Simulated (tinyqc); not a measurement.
From a target to a composition: model-solid line-up of a strained alloy layer on a substrate.

Problem. A layer of the alloy is strained to the substrate, and its gap (Ec minus the top valence edge) is given. Find x between 0.02 and 0.47, where the gap is monotonic.

All values of the alloy are linear in x but the gap, Eg(x) = (1 - x) Eg_A + x Eg_B - C x (1 - x), and the valence edge, Ev(x) = (1 - x) Ev_A + x Ev_B + fv C x (1 - x); Ec = Ev + Eg. Ev is the top of the unstrained valence band on a scale common to all materials. In the layer only the Gamma valley of the conduction band is followed, also where an X or L valley would lie lower.

Coherent growth on a (001) face: e_par = (a_s - a)/a, e_perp = -2 (C12/C11) e_par; exx = eyy = e_par, ezz = e_perp, no shear.

Strained edges: Ec + ac tr(e); the valence edges are Ev plus the levels of the 6 x 6 matrix of X, Y, Z times spin with -Dso/3 + l exx + m (eyy + ezz) on the diagonal (cyclic), n exy off it, l = av + 2 b, m = av - b, n = sqrt(3) d. Spin-orbit term (Dso/3) L.sigma on X, Y, Z with (L_k)_ij = -i epsilon_kij: <X+|H|Y+> = -i Dso/3, <X+|H|Z-> = Dso/3, <Y+|H|Z-> = -i Dso/3, <Z+|H|X-> = -Dso/3, <Z+|H|Y-> = i Dso/3, <X-|H|Y-> = i Dso/3, and their conjugates; + and - are the spin along z.

Parameters, chosen for this exercise (A near GaAs, B near InAs, substrate near Ge; the results hold for these values, not for the real material):

| symbol | value | unit | meaning |
|---|---|---|---|
| a | (5.65, 6.051) | angstrom | lattice constant of A, B |
| Eg | (1.509, 0.423) | eV | gap at Gamma to the s-like level of A, B |
| Dso | (0.337, 0.385) | eV | spin-orbit splitting of A, B |
| Ev | (-0.8, -0.58) | eV | top of the unstrained valence band of A, B |
| ac | (-7.12, -5.15) | eV | conduction deformation potential of A, B |
| av | (1.16, 1) | eV | valence hydrostatic potential of A, B |
| b | (-2.02, -1.79) | eV | tetragonal shear potential of A, B |
| d | (-4.84, -3.62) | eV | trigonal shear potential of A, B |
| C11 | (122.7, 84.1) | GPa | of A, B |
| C12 | (56, 44.8) | GPa | of A, B |
| C44 | (59.7, 40) | GPa | of A, B |
| C | 0.57 | eV | bowing of the gap |
| fv | 0 |  | share of the bowing taken by the valence edge |
| a_s | 5.664 | angstrom | substrate |
| face | 001 |  | growth face |

strained gap = 1.253092 eV

Find: x; e_par; gap of the relaxed alloy.

Solution. Bisect on x; the strained gap is 1.4625 eV at x = 0.02 and 0.9679 eV at x = 0.47.

x = 0.200
e_par = -1.155 %
gap of the relaxed alloy = 1.201 eV

(tinyqc, `OMP_NUM_THREADS=1 python tinyqc.py 1080969 1080970 out.jsonl`, Intel(R) Xeon(R) Processor @ 2.30GHz, 1 thread, shared host, about 0.02 s.)
